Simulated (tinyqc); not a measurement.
Coupled-perturbed Hartree-Fock on RHF in the 6-311g basis, for H2, spin multiplicity 1, step by step. Computed by tinyqc, a small Python program that keeps every step (integrals from PySCF). Settings: charge = 0, multiplicity = 1, basis = 6-311g, method = RHF, energy threshold = 1e-10, iteration cap = 58, orthogonalisation = symmetric, start = atomic densities, DIIS depth = 6. Command: `OMP_NUM_THREADS=1 python tinyqc.py 21228 21229 out.jsonl` (the two numbers bound the seeds that draw the settings). One thread of a shared host (Intel(R) Xeon(R) Processor @ 2.60GHz), about 0.2 s of CPU time with the checks. The early iterations of the SCF are left out here.

## One-electron integrals

Geometry (angstrom):

| atom | x | y | z |
|---|---|---|---|
| H | 0.000000 | 0.000000 | 0.000000 |
| H | 0.000000 | 0.000000 | 0.803000 |

Basis 6-311g: exponents (1/bohr^2) and contraction coefficients of normalised primitives:

| element | l (shell) | exponent | coefficient |
|---|---|---|---|
| H | s (1) | 33.865000 | 0.025494 |
| H | s (1) | 5.094790 | 0.190373 |
| H | s (1) | 1.158790 | 0.852161 |
| H | s (2) | 0.325840 | 1.000000 |
| H | s (3) | 0.102741 | 1.000000 |

Overlap, kinetic and nuclear-attraction integrals over the contracted functions; the nuclear repulsion is the sum of Za Zb / Rab.

nuclear repulsion = 0.65900026 hartree

overlap S:
```
          1H 1s     1H 2s     1H 3s     2H 1s     2H 2s     2H 3s
1H 1s  1.000000  0.706377  0.373664  0.217350  0.389189  0.300340
1H 2s  0.706377  1.000000  0.788963  0.389189  0.687187  0.659087
1H 3s  0.373664  0.788963  1.000000  0.300340  0.659087  0.888440
2H 1s  0.217350  0.389189  0.300340  1.000000  0.706377  0.373664
2H 2s  0.389189  0.687187  0.659087  0.706377  1.000000  0.788963
2H 3s  0.300340  0.659087  0.888440  0.373664  0.788963  1.000000
```

kinetic energy T (hartree):
```
          1H 1s     1H 2s     1H 3s     2H 1s     2H 2s     2H 3s
1H 1s  2.304348  0.549119  0.106346  0.000590  0.181705  0.073021
1H 2s  0.549119  0.488760  0.184881  0.181705  0.251869  0.135927
1H 3s  0.106346  0.184881  0.154112  0.073021  0.135927  0.126121
2H 1s  0.000590  0.181705  0.073021  2.304348  0.549119  0.106346
2H 2s  0.181705  0.251869  0.135927  0.549119  0.488760  0.184881
2H 3s  0.073021  0.135927  0.126121  0.106346  0.184881  0.154112
```

nuclear attraction V (hartree):
```
           1H 1s      1H 2s      1H 3s      2H 1s      2H 2s      2H 3s
1H 1s  -2.769577  -1.522453  -0.757618  -0.539461  -0.863757  -0.620233
1H 2s  -1.522453  -1.515072  -1.019524  -0.863757  -1.111523  -0.886027
1H 3s  -0.757618  -1.019524  -0.952590  -0.620233  -0.886027  -0.874267
2H 1s  -0.539461  -0.863757  -0.620233  -2.769577  -1.522453  -0.757618
2H 2s  -0.863757  -1.111523  -0.886027  -1.522453  -1.515072  -1.019524
2H 3s  -0.620233  -0.886027  -0.874267  -0.757618  -1.019524  -0.952590
```

core Hamiltonian H = T + V (hartree):
```
           1H 1s      1H 2s      1H 3s      2H 1s      2H 2s      2H 3s
1H 1s  -0.465228  -0.973333  -0.651272  -0.538871  -0.682052  -0.547212
1H 2s  -0.973333  -1.026312  -0.834643  -0.682052  -0.859654  -0.750099
1H 3s  -0.651272  -0.834643  -0.798479  -0.547212  -0.750099  -0.748145
2H 1s  -0.538871  -0.682052  -0.547212  -0.465228  -0.973333  -0.651272
2H 2s  -0.682052  -0.859654  -0.750099  -0.973333  -1.026312  -0.834643
2H 3s  -0.547212  -0.750099  -0.748145  -0.651272  -0.834643  -0.798479
```

## Two-electron integrals

Functions are numbered as in S; the eight-fold symmetry (ij|kl) = (ji|kl) = (kl|ij) leaves the list below.

Two-electron integrals (ij|kl) in chemists' order, unique and non-zero (hartree):
```
(11|11) 1.393035   (21|11) 0.822971   (21|21) 0.509703   (22|11) 0.822904
(22|21) 0.543028   (22|22) 0.644106   (31|11) 0.411256   (31|21) 0.257757
(31|22) 0.279868   (31|31) 0.130794   (32|11) 0.543681   (32|21) 0.365771
(32|22) 0.452669   (32|31) 0.189803   (32|32) 0.325140   (33|11) 0.494021
(33|21) 0.340115   (33|22) 0.445993   (33|31) 0.178035   (33|32) 0.331779
(33|33) 0.361682   (41|11) 0.226359   (41|21) 0.144224   (41|22) 0.159926
(41|31) 0.073489   (41|32) 0.109088   (41|33) 0.102960   (41|41) 0.058415
(42|11) 0.294208   (42|21) 0.198243   (42|22) 0.242921   (42|31) 0.102807
(42|32) 0.172541   (42|33) 0.171962   (42|41) 0.087807   (42|42) 0.153245
(43|11) 0.201256   (43|21) 0.137425   (43|22) 0.173686   (43|31) 0.071620
(43|32) 0.125336   (43|33) 0.127984   (43|41) 0.061429   (43|42) 0.112560
(43|43) 0.084402   (44|11) 0.650486   (44|21) 0.450604   (44|22) 0.581133
(44|31) 0.235844   (44|32) 0.421016   (44|33) 0.430009   (44|41) 0.226359
(44|42) 0.436982   (44|43) 0.329036   (44|44) 1.393035   (51|11) 0.436982
(51|21) 0.272807   (51|22) 0.294287   (51|31) 0.138271   (51|32) 0.199097
(51|33) 0.186161   (51|41) 0.087807   (51|42) 0.124639   (51|43) 0.086733
(51|44) 0.294208   (51|51) 0.153245   (52|11) 0.512545   (52|21) 0.342314
(52|22) 0.416437   (52|31) 0.177156   (52|32) 0.296301   (52|33) 0.297536
(52|41) 0.120639   (52|42) 0.198829   (52|43) 0.145539   (52|44) 0.512545
(52|51) 0.198829   (52|52) 0.304164   (53|11) 0.388930   (53|21) 0.265218
(53|22) 0.338910   (53|31) 0.138310   (53|32) 0.247861   (53|33) 0.260991
(53|41) 0.095672   (53|42) 0.168036   (53|43) 0.126559   (53|44) 0.446807
(53|51) 0.155514   (53|52) 0.256410   (53|53) 0.226904   (54|11) 0.450604
(54|21) 0.310218   (54|22) 0.398312   (54|31) 0.162120   (54|32) 0.289329
(54|33) 0.297991   (54|41) 0.144224   (54|42) 0.272807   (54|43) 0.206416
(54|44) 0.822971   (54|51) 0.198243   (54|52) 0.342314   (54|53) 0.301051
(54|54) 0.509703   (55|11) 0.581133   (55|21) 0.398312   (55|22) 0.513638
(55|31) 0.208064   (55|32) 0.376848   (55|33) 0.397824   (55|41) 0.159926
(55|42) 0.294287   (55|43) 0.224460   (55|44) 0.822904   (55|51) 0.242921
(55|52) 0.416437   (55|53) 0.373884   (55|54) 0.543028   (55|55) 0.644106
(61|11) 0.329036   (61|21) 0.206416   (61|22) 0.224460   (61|31) 0.104770
(61|32) 0.152312   (61|33) 0.142972   (61|41) 0.061429   (61|42) 0.086733
(61|43) 0.060478   (61|44) 0.201256   (61|51) 0.112560   (61|52) 0.145539
(61|53) 0.113914   (61|54) 0.137425   (61|55) 0.173686   (61|61) 0.084402
(62|11) 0.446807   (62|21) 0.301051   (62|22) 0.373884   (62|31) 0.156304
(62|32) 0.269071   (62|33) 0.275474   (62|41) 0.095672   (62|42) 0.155514
(62|43) 0.113914   (62|44) 0.388930   (62|51) 0.168036   (62|52) 0.256410
(62|53) 0.217184   (62|54) 0.265218   (62|55) 0.338910   (62|61) 0.126559
(62|62) 0.226904   (63|11) 0.423278   (63|21) 0.291932   (63|22) 0.384673
(63|31) 0.152921   (63|32) 0.287095   (63|33) 0.315109   (63|41) 0.094792
(63|42) 0.164356   (63|43) 0.124061   (63|44) 0.423278   (63|51) 0.164356
(63|52) 0.272289   (63|53) 0.244476   (63|54) 0.291932   (63|55) 0.384673
(63|61) 0.124061   (63|62) 0.244476   (63|63) 0.285485   (64|11) 0.235844
(64|21) 0.162120   (64|22) 0.208064   (64|31) 0.084698   (64|32) 0.151324
(64|33) 0.156389   (64|41) 0.073489   (64|42) 0.138271   (64|43) 0.104770
(64|44) 0.411256   (64|51) 0.102807   (64|52) 0.177156   (64|53) 0.156304
(64|54) 0.257757   (64|55) 0.279868   (64|61) 0.071620   (64|62) 0.138310
(64|63) 0.152921   (64|64) 0.130794   (65|11) 0.421016   (65|21) 0.289329
(65|22) 0.376848   (65|31) 0.151324   (65|32) 0.278730   (65|33) 0.299560
(65|41) 0.109088   (65|42) 0.199097   (65|43) 0.152312   (65|44) 0.543681
(65|51) 0.172541   (65|52) 0.296301   (65|53) 0.269071   (65|54) 0.365771
(65|55) 0.452669   (65|61) 0.125336   (65|62) 0.247861   (65|63) 0.287095
(65|64) 0.189803   (65|65) 0.325140   (66|11) 0.430009   (66|21) 0.297991
(66|22) 0.397824   (66|31) 0.156389   (66|32) 0.299560   (66|33) 0.335075
(66|41) 0.102960   (66|42) 0.186161   (66|43) 0.142972   (66|44) 0.494021
(66|51) 0.171962   (66|52) 0.297536   (66|53) 0.275474   (66|54) 0.340115
(66|55) 0.445993   (66|61) 0.127984   (66|62) 0.260991   (66|63) 0.315109
(66|64) 0.178035   (66|65) 0.331779   (66|66) 0.361682
```

## Orthogonalisation

S = U s U^T; symmetric (Loewdin) form X = U s^(-1/2) U^T, so that X^T S X = 1.

eigenvalues of S: 0.035836  0.136999  0.210480  0.821386  0.960707  3.834592

X:
```
           1H 1s      1H 2s      1H 3s      2H 1s      2H 2s      2H 3s
1H 1s   1.375259  -0.752644   0.216845   0.007818  -0.008202  -0.036157
1H 2s  -0.752644   2.341932  -1.128277  -0.008202  -0.577164   0.365677
1H 3s   0.216845  -1.128277   2.681922  -0.036157   0.365677  -1.513987
2H 1s   0.007818  -0.008202  -0.036157   1.375259  -0.752644   0.216845
2H 2s  -0.008202  -0.577164   0.365677  -0.752644   2.341932  -1.128277
2H 3s  -0.036157   0.365677  -1.513987   0.216845  -1.128277   2.681922
```

## Iteration 6 (converged): orbitals

converged F (hartree):
```
           1H 1s      1H 2s      1H 3s      2H 1s      2H 2s      2H 3s
1H 1s   0.610873  -0.423627  -0.457222  -0.484126  -0.489841  -0.428194
1H 2s  -0.423627  -0.351377  -0.381908  -0.489841  -0.475179  -0.402105
1H 3s  -0.457222  -0.381908  -0.258951  -0.428194  -0.402105  -0.278376
2H 1s  -0.484126  -0.489841  -0.428194   0.610873  -0.423627  -0.457222
2H 2s  -0.489841  -0.475179  -0.402105  -0.423627  -0.351377  -0.381908
2H 3s  -0.428194  -0.402105  -0.278376  -0.457222  -0.381908  -0.258951
```

Diagonalise F' = X^T F X, C = X C', fill 1 alpha and 1 beta electrons from the bottom; D = 2 C_occ C_occ^T. Each column has its largest component positive (the first on a tie).

F' = X^T F X (hartree):
```
           1          2          3          4          5          6
1   1.698418  -1.172560   0.011787  -0.256464  -0.184643  -0.138482
2  -1.172560   0.949567  -0.381059  -0.184643  -0.227061  -0.029797
3   0.011787  -0.381059   0.194313  -0.138482  -0.029797  -0.129193
4  -0.256464  -0.184643  -0.138482   1.698418  -1.172560   0.011787
5  -0.184643  -0.227061  -0.029797  -1.172560   0.949567  -0.381059
6  -0.138482  -0.029797  -0.129193   0.011787  -0.381059   0.194313
```

orbital energies (hartree): MO1 -0.577385, MO2 0.158840, MO3 0.311169, MO4 0.624136, MO5 2.495796, MO6 2.672038

coefficients C:
```
            MO1        MO2        MO3        MO4        MO5        MO6
1H 1s  0.182995   0.086290  -0.047668  -0.092446  -1.107456  -1.108177
1H 2s  0.300314  -0.006433  -0.739369  -1.615535   1.224978   1.744595
1H 3s  0.135934   2.056745   0.857841   2.096287  -0.484530  -1.151591
2H 1s  0.182995  -0.086290  -0.047668   0.092446  -1.107456   1.108177
2H 2s  0.300314   0.006433  -0.739369   1.615535   1.224978  -1.744595
2H 3s  0.135934  -2.056745   0.857841  -2.096287  -0.484530   1.151591
```

D after iteration 6:
```
          1H 1s     1H 2s     1H 3s     2H 1s     2H 2s     2H 3s
1H 1s  0.066975  0.109912  0.049751  0.066975  0.109912  0.049751
1H 2s  0.109912  0.180377  0.081646  0.109912  0.180377  0.081646
1H 3s  0.049751  0.081646  0.036956  0.049751  0.081646  0.036956
2H 1s  0.066975  0.109912  0.049751  0.066975  0.109912  0.049751
2H 2s  0.109912  0.180377  0.081646  0.109912  0.180377  0.081646
2H 3s  0.049751  0.081646  0.036956  0.049751  0.081646  0.036956
```

## Convergence

Stop when the energy changes by less than 1e-10 hartree and every element of the error matrix X^T (F D S - S D F) X is below 3e-06.

Course of the cycle:

| iteration | E (hartree) | change | largest element of the error matrix |
|---|---|---|---|
| 1 | -0.80154204 | - | 9.38e-02 |
| 2 | -1.12408192 | -3.23e-01 | 1.28e-02 |
| 3 | -1.12486177 | -7.80e-04 | 2.65e-03 |
| 4 | -1.12489368 | -3.19e-05 | 2.21e-04 |
| 5 | -1.12489382 | -1.37e-07 | 1.26e-06 |
| 6 | -1.12489382 | -7.49e-12 | 1.81e-09 |

PySCF RHF in the same basis = -1.12489382 hartree

Converged in 6 iterations.

## Integrals over molecular orbitals

(pq|rs) = sum C_ip C_jq C_kr C_ls (ij|kl), one index at a time.

one-electron integrals over orbitals h = C^T H C (hartree):
```
           1          2          3          4          5          6
1  -1.206509   0.000000   0.130967   0.000000   0.088853   0.000000
2   0.000000  -0.493512   0.000000   0.208233   0.000000   0.023306
3   0.130967   0.000000  -0.359627   0.000000  -0.165879   0.000000
4   0.000000   0.208233   0.000000  -0.259134   0.000000  -0.223099
5   0.088853   0.000000  -0.165879   0.000000   1.323635   0.000000
6   0.000000   0.023306   0.000000  -0.223099   0.000000   1.433669
```

Two-electron integrals over orbitals (pq|rs), unique and non-zero (hartree):
```
(11|11) 0.629125    (21|21) 0.051126    (22|11) 0.351739    (22|22) 0.301018
(31|11) -0.130967   (31|22) -0.027406   (31|31) 0.054702    (32|21) 0.021787
(32|32) 0.037589    (33|11) 0.362749    (33|22) 0.274930    (33|31) -0.036514
(33|33) 0.281853    (41|21) -0.065838   (41|32) -0.005273   (41|41) 0.104434
(42|11) -0.137035   (42|22) -0.047283   (42|31) 0.040881    (42|33) -0.046826
(42|42) 0.055889    (43|21) 0.033688    (43|32) 0.017607    (43|41) -0.043369
(43|43) 0.028924    (44|11) 0.493852    (44|22) 0.328439    (44|31) -0.082184
(44|33) 0.313118    (44|42) -0.103236   (44|44) 0.429716    (51|11) -0.088853
(51|22) -0.011472   (51|31) 0.048865    (51|33) -0.022869   (51|42) 0.026449
(51|44) -0.057046   (51|51) 0.084861    (52|21) -0.001475   (52|32) 0.003135
(52|41) 0.007732    (52|43) -0.008088   (52|52) 0.011753    (53|11) 0.107372
(53|22) 0.032097    (53|31) -0.039247   (53|33) 0.035374    (53|42) -0.034876
(53|44) 0.072529    (53|51) -0.044126   (53|53) 0.036252    (54|21) 0.007841
(54|32) -0.019030   (54|41) -0.030625   (54|43) 0.010890    (54|52) -0.018405
(54|54) 0.043344    (55|11) 0.628512    (55|22) 0.344716    (55|31) -0.136028
(55|33) 0.360343    (55|42) -0.136588   (55|44) 0.492705    (55|51) -0.125685
(55|53) 0.122947    (55|55) 0.675541    (61|21) -0.028853   (61|32) 0.015200
(61|41) 0.064485    (61|43) -0.030176   (61|52) 0.026575    (61|54) -0.058310
(61|61) 0.091865    (62|11) -0.026079   (62|22) 0.010524    (62|31) 0.021425
(62|33) -0.001443   (62|42) 0.004502    (62|44) -0.010969   (62|51) 0.035180
(62|53) -0.015181   (62|55) -0.042956   (62|62) 0.021883    (63|21) 0.030078
(63|32) -0.001423   (63|41) -0.051145   (63|43) 0.021210    (63|52) -0.009186
(63|54) 0.027553    (63|61) -0.047802   (63|63) 0.032730    (64|11) 0.143792
(64|22) 0.026934    (64|31) -0.061101   (64|33) 0.043808    (64|42) -0.045121
(64|44) 0.092427    (64|51) -0.076816   (64|53) 0.051114    (64|55) 0.173960
(64|62) -0.035500   (64|64) 0.089363    (65|21) 0.086539    (65|32) 0.006970
(65|41) -0.139567   (65|43) 0.066112    (65|52) -0.030601   (65|54) 0.075660
(65|61) -0.133703   (65|63) 0.088101    (65|65) 0.257276    (66|11) 0.665117
(66|22) 0.362161    (66|31) -0.154088   (66|33) 0.369477    (66|42) -0.152216
(66|44) 0.528536    (66|51) -0.162940   (66|53) 0.142548    (66|55) 0.727335
(66|62) -0.053554   (66|64) 0.204346    (66|66) 0.805728
```

## Response to a field: uncoupled start

dipole integrals <a|z|i> (bohr):
```
           i1
a2  -0.976966
a3   0.000000
a4   0.476978
a5   0.000000
a6  -0.000712
```

Field along z; U_ai = -mu_ai / (e_a - e_i), alpha = -4 sum U_ai mu_ai.

uncoupled U:
```
           i1
a2   1.326994
a3   0.000000
a4  -0.396978
a5   0.000000
a6   0.000219
```

uncoupled polarisability = 5.943114 bohr^3

## Coupled step 1

U_ai = -(mu_ai + sum_bj [4 (ai|bj) - (ab|ij) - (aj|bi)] U_bj) / (e_a - e_i); alpha = -4 sum U_ai mu_ai.

U after step 1:
```
           i1
a2   1.651936
a3   0.000000
a4  -0.389847
a5   0.000000
a6   0.031010
```

polarisability = 7.199424 bohr^3

## Coupled step 2

As before.

U after step 2:
```
           i1
a2   1.742601
a3   0.000000
a4  -0.373692
a5   0.000000
a6   0.040640
```

polarisability = 7.522936 bohr^3

## Coupled polarisability

Repeat until U stops changing; compare with -d2E/dF2.

Course of the coupled iterations:

| step | alpha (bohr^3) |
|---|---|
| 0 | 5.943114 |
| 1 | 7.199424 |
| 2 | 7.522936 |
| 3 | 7.614102 |
| 4 | 7.640769 |
| 5 | 7.648694 |
| 6 | 7.651065 |
| 7 | 7.651778 |
| 8 | 7.651992 |
| 9 | 7.652056 |
| 10 | 7.652076 |
| 11 | 7.652082 |
| 12 | 7.652083 |
| 13 | 7.652084 |
| 14 | 7.652084 |
| 15 | 7.652084 |
| 16 | 7.652084 |

coupled polarisability = 7.652084 bohr^3

finite-field check, fields of +/-0.001 au = 7.652087 bohr^3
